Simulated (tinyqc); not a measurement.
# Bottom-up copper filling of a trench by curvature-enhanced accelerator coverage, step by step

A worked calculation. Computed by tinyqc, a small Python program that keeps every step. Command: `OMP_NUM_THREADS=1 python tinyqc.py 3006347 3006348 out.jsonl superfill walk`. One thread of a shared host (Intel(R) Xeon(R) Processor @ 2.30GHz), about 0.09 s of CPU time with the checks. Intermediate numbers are printed to about 6 digits and carried at full precision; extremes and crossings named in words are read from the listed rows.

A rectangular trench keeps vertical walls and a flat floor. An accelerator floats on the surface; where area is lost in the corners it is passed on to the floor.

Inputs (values chosen for the exercise, close to those used for damascene copper plating): trench width w = 280 nm; aspect ratio h/w = 1.8; exchange current of the suppressed surface i_0 = 0.042 mA/cm^2; exchange current of the accelerated surface i_1 = 2.7 mA/cm^2; transfer coefficient alpha = 0.46; overpotential eta = 0.17 V; starting coverage theta_0 = 0.063; adsorption rate k_a = 0 1/s; cupric ion concentration C = 0.26 mol/l; diffusivity D = 5.8e-06 cm^2/s; boundary layer delta = 38 um; temperature T = 298 K.

Constants: e = 1.602176634e-19 C; N_A = 6.02214076e+23 1/mol; k_B = 8.617333262e-05 eV/K.

## Velocities

Kinetic current i_k = [i_0 (1 - theta) + i_1 theta] exp(alpha eta/(k_B T)), limit i_L = 2 F D C/delta, i = 1/(1/i_k + 1/i_L); velocity v = i Omega/(2F), Omega = 7.11 cm^3/mol, F = e N_A. Depletion inside the trench is ignored.

limiting current i_L = 76.5789 mA/cm^2

velocity at theta = 0 = 0.321492 nm/s

velocity at theta_0 = 1.53361 nm/s

velocity at theta = 1 = 12.0083 nm/s

ratio v(1)/v(theta_0) = 7.83008

Without acceleration the walls meet when the floor has risen by w/2, so a seam-free fill needs a mean floor-to-wall speed ratio of at least 2 h/w = 3.6.

## First rates

At the start theta_b = theta_s = theta_0 and x = w/2: d theta_b/dt = k_a (1 - theta_0) + 2 theta_0 v/x (theta_b on the floor, theta_s on the walls, x the half width). At this initial relative rate the doubling time without adsorption would be x ln2/(2 v).

rate from adsorption = 0 1/s

rate from area loss = 0.00138025 1/s

doubling time = 31.6380 s

## Filling

Half width x, floor height y, depth h = aspect ratio x w. dx/dt = -v_s, dy/dt = v_b. d theta_b/dt = k_a (1 - theta_b) + [theta_s v_b + theta_b v_s]/x: the floor takes the accelerator of the wall it covers and keeps its own as it narrows. d theta_s/dt = k_a (1 - theta_s). theta_b is capped at 1. Integrate (tolerance 1e-9) until the walls meet (x = 0.02 w/2) or the floor passes the original mouth y = h. Start: x = w/2, y = 0, theta_b = theta_s = theta_0. Height filled = y/h, opening left = x/(w/2).

Course of the fill (nine evenly spaced times):
```
t (s)     x (nm)   y (nm)   theta_b  theta_s  v_b/v_s
0.0000   140.000    0.000  0.063000    0.063  1.00000
11.0807  123.007   18.735  0.081299    0.063  1.21685
22.1613  106.013   41.868  0.108078    0.063  1.52464
33.2420   89.020   71.383  0.149597    0.063  1.98063
44.3227   72.026  110.612  0.219206    0.063  2.69220
55.4034   55.033  165.498  0.349725    0.063  3.87268
66.4840   38.039  247.298  0.641433    0.063  5.96179
77.5647   21.046  370.940         1    0.063  7.83008
88.6454    4.053  504.000         1    0.063  7.83008
```

time at the end = 88.6454 s

share of the height filled from the floor = 1

opening left, as a share of w = 0.0289474

The floor escapes with 3 % of the opening left: a seam-free fill, and the enriched floor will overshoot into a bump. Caution: real profiles develop slanted corners, and accelerator is consumed; both are left out.

## The window in starting coverage

The formulas are those given above.

Outcome:
```
theta_0  v(1)/v(theta_0)  height filled  opening left  time (s)
0.001            35.1540        0.37509     0.0200000   401.650
0.003            31.4597        0.57563     0.0200000   359.441
0.010            23.0401        1.00000     0.0244910   262.036
0.020            16.7234        1.00000     0.0603402   183.207
0.050             9.2929        1.00000     0.0535166   102.545
0.100             5.4643        0.86582     0.0200000    62.432
0.200             3.1294        0.63639     0.0200000    35.755
0.400             1.8289        0.44814     0.0200000    20.896
0.800             1.1408        0.30841     0.0200000    13.034
```

The fill succeeds for theta_0 from 0.01 to 0.05 among these rows, with the widest margin at 0.02. Too little accelerator takes too long to concentrate. Too much speeds the walls as well and removes the contrast.

Checks made by the program: conservation of accelerator while theta_b is below 1 (relative difference 1e-10).
